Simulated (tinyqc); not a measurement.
CMOS inverter, nodal equation and switching: two steps of the calculation.

An n-channel pull-down (bn, VTn) and a p-channel pull-up (bp, VTp) share the input Vin and the output node Vout, which carries the load C. Transistor (EKV form, voltages against the body): I = 2 n b Vt^2 [F(vp - Vs) - F(vp - Vd)] from drain to source, F(v) = ln^2(1 + exp(v/(2 Vt))), vp = (Vg - VT + sg |Vd - Vs|)/n. n-channel bodies are at 0; for the p-channel device all voltages are counted down from Vdd. b in uA/V^2 gives I in uA. Static: In = Ip. Transient: C dVout/dt = Ip - In. No velocity saturation, no gate capacitance beyond C.

Inputs (values chosen for the exercise): temperature T = 325 K; supply voltage Vdd = 0.4 V; slope factor n = 1.44; drain-induced barrier lowering sg = 0.091; n-channel threshold VTn = 0.44 V; p-channel threshold (magnitude) VTp = 0.31 V; gain factor of the pull-down transistor bn = 300 uA/V^2; gain factor of the pull-up transistor bp = 390 uA/V^2; load capacitance C = 2.6 fF.

Constants: q = 1.602176634e-19 C, kB = 1.380649e-23 J/K, Vt = kB T/q. Results are converted to the units shown.

Task 1. Switching point and noise margins. VM solves In = Ip with Vin = Vout. VIL and VIH are the inputs at which the gain is -1; NML = VIL - Vout(VIH), NMH = Vout(VIL) - VIH.

Give: VM; gain at VM; VIL; VIH; NML; NMH.

Result 1.

VM = 0.2646 V
gain at VM = -10.21
VIL = 0.2367 V
VIH = 0.3046 V
NML = 0.2189 V
NMH = 0.07764 V

VM lies 65 mV above Vdd/2, and the low margin is the larger one. With both transistors saturated the size of the gain tends to 1/sg = 11.0; here it is 7.1 % below that.

Task 2. Delays and energy. For a step input the delay to Vdd/2 is tHL = C times the integral of dV/(In - Ip) from Vdd/2 to Vdd at Vin = Vdd, and tLH likewise with Ip - In from 0 to Vdd/2 at Vin = 0. Energy drawn for one full cycle of the output: C Vdd^2. Leakage power: Vdd times the mean of the supply currents at Vin = 0 and Vdd.

Find: tHL; tLH; energy; leakage power.

Result 2.

tHL = 2027 ps
tLH = 213.8 ps
energy = 0.4160 fJ
leakage power = 0.1988 nW

Computed by the program tinyqc: `OMP_NUM_THREADS=1 python tinyqc.py 2340133 2340134 out.jsonl`, one thread of a shared Intel Xeon 2.30GHz, about 0.04 s for the whole run.
